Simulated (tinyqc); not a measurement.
Phonon transmission through an interface between two chains by Green functions: one step, computed by the program tinyqc.

Two semi-infinite chains (masses m_1, m_2; springs k_1, k_2), motion along the chain. The central region holds the end atom of each chain, joined by springs k_b. lambda = omega^2 in eV/(angstrom^2 u); nu = 15.6333042 THz x sqrt(lambda).

Problem. Transmission at the probe frequency. A = lambda M - K - Sigma over the central atoms, with K_ii the sum of the springs at i, K_(i,i+1) = -k_b; G = inverse of A; transmission = Gamma_1 Gamma_2 |G_(first,last)|^2.

Atoms in the interlayer: none.

A (complex symmetric) (eV/angstrom^2):
```
                   end of 1          end of 2
end of 1  9.68199+11.67670i           1.28000
end of 2            1.28000  7.96160+4.21060i
```

Gamma_1 = 23.35340 eV/angstrom^2

Gamma_2 = 8.421191 eV/angstrom^2

Give: G_(first,last); transmission.

Solution.

G_(first,last) = -0.001811+0.009216i angstrom^2/eV

transmission = 0.01735
